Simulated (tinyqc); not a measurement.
Gain against bias and Miller's formula: avalanche multiplication and breakdown of a junction from ionisation integrals. Computed by tinyqc, a small Python program. Command: `OMP_NUM_THREADS=1 python tinyqc.py 3028889 3028890 out.jsonl impact walk`. One thread of a shared host (Intel(R) Xeon(R) Processor @ 2.30GHz), about 0.02 s of CPU time with the checks.

Ionisation coefficients follow the local field. Position x runs through the depletion layer from the p side (x = 0), where electrons enter, to the n side (x = w), where holes enter. The built-in voltage is neglected.

Inputs (values chosen for the exercise, modelled on GaAs):
```
quantity                  value    unit
electron prefactor a_n   208000    1/cm
electron field b_n       585000    V/cm
hole prefactor a_p       234000    1/cm
hole field b_p           657000    V/cm
exponent c                  1.8       -
permittivity eps           12.9       -
doping gradient a       2.8e+20  1/cm^4
```

Junction: linearly graded.

Constants: e = 1.602176634e-19 C; eps_0 = 8.8541878128e-12 F/m.

Method:
- alpha_n = a_n exp(-(b_n/F)^c), alpha_p = a_p exp(-(b_p/F)^c).
- Field F = F_m [1 - (2x/w - 1)^2], w = sqrt(8 eps eps_0 F_m/(e a)), V = (2/3) F_m w.
- With Phi(x) = int_0^x (alpha_n - alpha_p) dx': 1 - 1/M_n = I_n = int_0^w alpha_n exp(-Phi) dx and M_p = M_n exp(-Phi(w)); trapezoid rule on 401 even points; breakdown at I_n = 1.
- Solve I_n(F_m) = 1.
- Miller's exponent n is defined by 1 - 1/M = (V/V_B)^n for the larger M.

breakdown voltage = 59.5455 V

critical field F_m = 0.339604 MV/cm

Gain:
```
V/V_B   V (V)  F_m (MV/cm)     M_n     M_p  Miller exponent n
0.50   29.773      0.21394   1.024   1.006             5.4139
0.60   35.727      0.24159   1.098   1.032             4.7355
0.70   41.682      0.26774   1.287   1.114             4.2102
0.80   47.636      0.29266   1.752   1.346             3.7912
0.90   53.591      0.31657   3.280   2.170             3.4523
0.95   56.568      0.32819   6.409   3.902             3.3073
0.98   58.355      0.33506  15.843   9.162             3.2272
0.99   58.950      0.33734  31.581  17.947             3.2015
```

What does the comparison show, and why?

The larger gain passes 2 between 0.800 and 0.900 of V_B and reaches 31.6 at 0.99. Miller's exponent runs from 3.2 to 5.4, so it is not a constant: a fit holds over a narrow range only. From the first row to the last the voltage grows by a factor 1.98 and the peak field by 1.58.

Extremes, crossings and ranges named in words are read from the listed rows.
